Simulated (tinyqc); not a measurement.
Ballistic Schottky-barrier transistor with a two-dimensional channel, WKB contacts: one step of the calculation.

Source Fermi level 0, drain Fermi level -Vd. Far from the contacts Ec = pn - psi, and the gate moves psi one to one; the band edges relax as exp(-x/lam) from pn at the source and pn - Vd at the drain; Ev = Ec - Eg. A carrier of energy w inside the channel band meets at a contact a barrier of height D (the contact edge beyond the channel edge): T = 1 for w >= D, else exp(-S), S = 4 lam sqrt(m/C) [sqrt(D - w) - sqrt(w) arctan sqrt((D - w)/w)], C = hbar^2/(2 m0). The two contacts combine as Ts Td/(Ts + Td - Ts Td).

Problem. Current of the holes on a coarse grid. I/W = g (2 q^2/h) int T(w) [N(Es + w) - N(Ed + w)] dw with w the energy of motion along the channel, N(y) = (1/2 pi) sqrt(pi m kB T/C) Fm(-y/kB T), Fm(x) = (1/sqrt(pi)) int_0^infinity u^(-1/2)/(1 + exp(u - x)) du. Electrons: Ds = psi, Dd = psi - Vd, Es = Ec, Ed = Ec + Vd. Holes: Ds = -psi, Dd = Vd - psi, Es = -Ev, Ed = -Ev - Vd. The size of each current is taken; both flow from drain to source and add. Simpson's rule on nE equally spaced w from 0 to wm.

Values chosen for this exercise; channel values close to those of a black phosphorus layer: temperature T = 300 K; band gap Eg = 0.893 eV; barrier for electrons at both contacts pn = 0.49 eV; hole mass mp = 0.14 m0; valleys or subbands g = 1; screening length at the contacts lam = 4.5 nm; drain bias Vd = 0.7 V; band shift psi of the channel by the gate ps = -0.1 V; upper end of the grid wm = 0.98 eV; points of the grid nE = 13.

Constants: q = 1.602176634e-19 C, kB = 1.380649e-23 J/K, hbar = 1.054571817e-34 J s, h = 6.62607015e-34 J s, m0 = 9.1093837015e-31 kg, Vt = kB T/q, hbar^2/(2 m0) = 0.0380998212 eV nm^2. Results are converted to the units shown.

Find: w; Ts; Td; T; size of the supply difference; current.

Solution.

```
point   w (eV)         Ts          Td           T  size of the supply difference (1/um)
0      0.00000  1.8251e-5  3.9530e-14  3.9530e-14                                383.77
1      0.08167    0.73422   4.3003e-8   4.3003e-8                                341.66
2      0.16333     1.0000   5.2099e-6   5.2099e-6                                293.36
3      0.24500     1.0000   1.3727e-4   1.3727e-4                                234.58
4      0.32667     1.0000   0.0016093   0.0016093                                152.22
5      0.40833     1.0000    0.011035    0.011035                                39.189
6      0.49000     1.0000    0.050684    0.050684                                2.3367
7      0.57167     1.0000     0.16797     0.16797                               0.10107
8      0.65333     1.0000     0.41735     0.41735                             0.0042956
9      0.73500     1.0000     0.78163     0.78163                             1.8243e-4
10     0.81667     1.0000      1.0000      1.0000                             7.7474e-6
11     0.89833     1.0000      1.0000      1.0000                             3.2901e-7
12     0.98000     1.0000      1.0000      1.0000                             1.3973e-8
```

current = 5.6116 uA/um

Range of the model: No scattering, image-force lowering, channel charge or band-to-band tunnelling; parabolic kappa overstates S deep in the gap.

tinyqc, about 0.4 s, one thread, Intel Xeon 2.30GHz (shared host): `OMP_NUM_THREADS=1 python tinyqc.py 2390037 2390038 out.jsonl`
